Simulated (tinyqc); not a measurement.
On-chip power grid, static voltage drop by conjugate gradients: two steps of the calculation.

A grid of 4 rows and 4 columns, node k = 4 row + column. Neighbours in a row are joined by Rx, in a column by Ry; pad nodes, which reach the supply through Rp: 0, 12. Each node draws I0, node 13 draws kh I0. The drops u = Vdd - V solve G u = i, with G the conductance matrix (1/Rp added on the diagonal at pad nodes).

Inputs (values chosen for the exercise):
- Vdd = 0.9 V (supply voltage)
- Rx = 0.91 ohm (resistance of a horizontal segment)
- Ry = 0.21 ohm (resistance of a vertical segment)
- Rp = 0.07 ohm (resistance from a pad node to the supply)
- I0 = 1.4 mA (load current of an ordinary node)
- kh = 8 (factor on the load at the hot node)

Problem 1. Conjugate-gradient step. q = G p; with z = r/G_kk: a = (r.z)/(p.q); u(new) = u + a p; r(new) = r - a q; b = (r.z)(new)/(r.z); p(new) = z(new) + b p.

u at the start (mV):
```
       col 0  col 1  col 2  col 3
row 0      0      0      0      0
row 1      0      0      0      0
row 2      0      0      0      0
row 3      0      0      0      0
```

r at the start (mA):
```
       col 0  col 1  col 2  col 3
row 0    1.4    1.4    1.4    1.4
row 1    1.4    1.4    1.4    1.4
row 2    1.4    1.4    1.4    1.4
row 3    1.4   11.2    1.4    1.4
```

p at the start (mV):
```
             col 0       col 1       col 2       col 3
row 0  0.069490909  0.20115789  0.20115789  0.23887500
row 1   0.13179310  0.11943750  0.11943750  0.13179310
row 2   0.13179310  0.11943750  0.11943750  0.13179310
row 3  0.069490909   1.6092632  0.20115789  0.23887500
```

Find: q; a; u after iteration 1; r after iteration 1; b; p after iteration 1.

Solution 1.

q (mA):
```
        col 0   col 1   col 2   col 3
row 0   0.551   0.534   0.348   0.551
row 1   0.310  -0.403  -0.403  -0.496
row 2   0.310  -7.108  -0.403  -0.496
row 3  -0.996  10.334  -1.200   0.551
```

a = 1.3416

u after iteration 1 (mV):
```
        col 0   col 1   col 2   col 3
row 0  0.0932  0.2699  0.2699  0.3205
row 1  0.1768  0.1602  0.1602  0.1768
row 2  0.1768  0.1602  0.1602  0.1768
row 3  0.0932  2.1590  0.2699  0.3205
```

r after iteration 1 (mA):
```
       col 0   col 1  col 2  col 3
row 0  0.660   0.684  0.934  0.660
row 1  0.984   1.940  1.940  2.066
row 2  0.984  10.936  1.940  2.066
row 3  2.736  -2.664  3.010  0.660
```

b = 0.71947

p after iteration 1 (mV):
```
        col 0   col 1   col 2   col 3
row 0  0.0828  0.2430  0.2789  0.2845
row 1  0.1874  0.2515  0.2515  0.2893
row 2  0.1874  1.0189  0.2515  0.2893
row 3  0.1858  0.7750  0.5771  0.2845
```

Problem 2. Worst drop, pad currents and power lost. Pad current u/Rp; worst drop as a share of Vdd; power lost in the grid and pads sum_k i_k u_k; power delivered sum_k i_k (Vdd - u_k).

converged u (mV):
```
          col 0     col 1      col 2      col 3
row 0  1.066698  7.124077  10.269393  11.685262
row 1  2.574935  7.502091  10.374496  11.718001
row 2  2.652135  8.060279  10.538422  11.766780
row 3  1.187302  9.000622  10.696759  11.805026
```

Wanted: worst drop; share of Vdd; pad currents; power lost; power delivered.

Solution 2.

worst drop = 11.81 mV
share of Vdd = 1.312 %
pad currents (mA): node 0 15.24, node 12 16.96
power lost = 0.2674 mW
power delivered = 28.71 mW

The pad currents add up to the total load, 32.20 mA. The worst drop is at node 15, not at the hot node.

tinyqc, about 0.3 s, one thread, Intel Xeon 2.30GHz (shared host): `OMP_NUM_THREADS=1 python tinyqc.py 2770224 2770225 out.jsonl`
